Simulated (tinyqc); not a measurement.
Lattice vibrations of a chain, step by step. One step of it, computed by the program tinyqc.

Task: Dynamical matrix at q = 0.41. q is in units of 2 pi/a. A spring k from atom i to atom j, n cells on, adds k to Phi_ii and Phi_jj, -k exp(2 pi i q n) to Phi_ij and the conjugate to Phi_ji (for one atom a cell: 2k (1 - cos 2 pi q n)); D_ij = Phi_ij / sqrt(m_i m_j).

A chain moving along its axis:
```
atom                mass (u)  spring to the next atom (eV/angstrom^2)
1                  97.300000                                10.100000
2                  19.100000                                26.300000
second neighbours          -                                 1.300000
```

Give: D(q).

Result:

D(q) (eV/(angstrom^2 u)):
```
              1             2
1         0.423  0.281+0.327i
2  0.281-0.327i         2.157
```
